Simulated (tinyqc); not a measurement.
Worked calculation: CCD on RHF in the 6-31g basis, for H2, spin multiplicity 1. One step of it, computed by the program tinyqc.

Task: CCD: starting amplitudes. t_ij^ab = <ij||ab> / (e_i + e_j - e_a - e_b), whose energy is MP2.

orbital energies (hartree): MO1 -0.499834, MO2 0.133917, MO3 0.962973, MO4 1.095621

Two-electron integrals over orbitals (pq|rs), unique and non-zero (hartree):
```
p,q,r,s,(pq|rs)
1,1,1,1,0.538377
2,1,2,1,0.117722
2,2,1,1,0.440052
2,2,2,2,0.406738
3,1,1,1,0.121018
3,1,2,2,0.073962
3,1,3,1,0.087716
3,2,2,1,0.024436
3,2,3,2,0.042829
3,3,1,1,0.492480
3,3,2,2,0.411288
3,3,3,1,0.117661
3,3,3,3,0.478259
4,1,2,1,-0.078784
4,1,3,2,-0.057273
4,1,4,1,0.099924
4,2,1,1,-0.131470
4,2,2,2,-0.078397
4,2,3,1,-0.080931
4,2,3,3,-0.124605
4,2,4,2,0.085295
4,3,2,1,-0.132372
4,3,3,2,-0.054533
4,3,4,1,0.122280
4,3,4,3,0.188142
4,4,1,1,0.535496
4,4,2,2,0.446889
4,4,3,1,0.156756
4,4,3,3,0.521720
4,4,4,2,-0.156289
4,4,4,4,0.590080
```

Give: Starting amplitudes; correlation energy.

Result:

Starting amplitudes (spin orbitals 1a, 1b, ...; amplitudes related by a flip of all spins are not repeated):
```
from,to,t
1a 1b,2a 2b,-0.0929
1a 1b,2a 4b,0.0353
1a 1b,4a 4b,-0.0313
1a 1b,3a 3b,-0.0300
```

correlation energy = -0.022261 hartree
